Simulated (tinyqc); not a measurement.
Electron continuity equation in a given potential, Scharfetter-Gummel discretisation: current and errors against the applied potential.

Steady state in one dimension: J = q mu n E + q D dn/dx with E = -dpsi/dx and D = mu Vt, dJ/dx = 0, fixed densities nL and nR at the ends. The potential is given, psi = U x/L, and is not changed by the electrons.

8 equal intervals. Fluxes J_i = (q D/h)(n_(i+1) P_i - n_i Q_i), d_i = (psi_(i+1) - psi_i)/Vt: Scharfetter-Gummel P = B(d), Q = B(-d), B(d) = d/(exp(d) - 1); central P = 1 - d/2, Q = 1 + d/2; upwind P = 1 + max(-d, 0), Q = 1 + max(d, 0). Balance at each inner node: J_i - J_(i-1) = 0. The reference is Scharfetter-Gummel on 4000 intervals or more. Errors are those of J on the first interval against the reference at its midpoint; errors under 1e-6 % are printed as 0.

Values chosen for this exercise; mobility close to that of gallium arsenide at room temperature:
- T = 300 K (temperature)
- mu = 8040 cm^2/(V s) (electron mobility)
- L = 1.1 um (length of the region)
- nL = 4.8e13 cm^-3 (density at x = 0)
- nR = 8.1e14 cm^-3 (density at x = L)

Constants: q = 1.602176634e-19 C, kB = 1.380649e-23 J/K, Vt = kB T/q. Results are converted to the units shown.

Current and errors against the applied potential:

| U (V) | largest \|d\| | reference J (A/cm^2) | SG error (%) | central error (%) | upwind error (%) | most negative central n (cm^-3), 0 if none |
|---|---|---|---|---|---|---|
| 0.01 | 0.04835 | 183.3 | 0 | -0.0242 | 2.98 | 0 |
| 0.041 | 0.1982 | 71.15 | 0 | -0.866 | 25.8 | 0 |
| 0.1 | 0.4835 | -37.17 | 0 | 3.93 | -55.7 | 0 |
| 0.21 | 1.015 | -117.5 | 0 | 0.267 | -5.41 | 0 |
| 0.31 | 1.499 | -174.2 | 0 | 9.56e-3 | -1.03 | 0 |
| 0.45 | 2.176 | -252.9 | 0 | 4.37e-5 | -0.153 | 0 |
| 0.62 | 2.998 | -348.5 | 0 | -4.01e-3 | -0.0243 | -1.04e14 |
| 0.93 | 4.497 | -522.8 | 0 | -0.756 | -1.90e-3 | -2.45e14 |

The reference current falls from 183 to -523 A/cm^2. The largest errors in size are 0 % (Scharfetter-Gummel), 3.9 % (central) and 56 % (upwind). Central differences give negative densities for U = 0.62, 0.93 V; these rows have |d| above 2, which makes negative values possible though not certain.

Program tinyqc, `OMP_NUM_THREADS=1 python tinyqc.py 2220002 2220003 out.jsonl`; Intel Xeon 2.30GHz, shared host, one thread, about 0.01 s.
